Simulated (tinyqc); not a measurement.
Capacitance measurement on a leaky thin oxide: effects of series resistance and leakage: one step of the calculation.

The device is a capacitance C in parallel with a leakage conductance G, in series with Rs and Ls. An impedance meter reports either a parallel pair (Cp, Gp) from Y = 1/Z = Gp + i w Cp or a series pair (Cs, Rm) from Z = Rm + 1/(i w Cs); w = 2 pi f, dissipation D = Gp/(w |Cp|).

Problem. True capacitance and conductance. EOT = 3.9 tox/eox; CET = EOT + zc + zp; C = 3.9 eps0 A/CET; G = Jg A/Vs.

Values chosen for this exercise; values of the order met in thin-oxide MOS capacitors: relative permittivity of the gate insulator (close to hafnium oxide) eox = 22.3; insulator thickness tox = 3.6 nm; gate area A = 400 um^2; oxide-equivalent thickness added by the accumulation layer zc = 0.29 nm; oxide-equivalent thickness added by gate depletion zp = 0 nm; gate leakage current density, not matched to the thickness Jg = 0.06 A/cm^2; voltage for an e-fold rise of the leakage Vs = 0.16 V.

Constants: eps0 = 8.8541878128e-14 F/cm where lengths are in cm. Results are converted to the units shown.

Find: EOT; CET; C; G.

Solution.

EOT = 0.6296 nm
CET = 0.9196 nm
C = 15.02 pF
G = 1.500 uS

Computed by the program tinyqc: `OMP_NUM_THREADS=1 python tinyqc.py 2022144 2022145 out.jsonl`, one thread of a shared Intel Xeon 2.30GHz, about 0.01 s for the whole run.
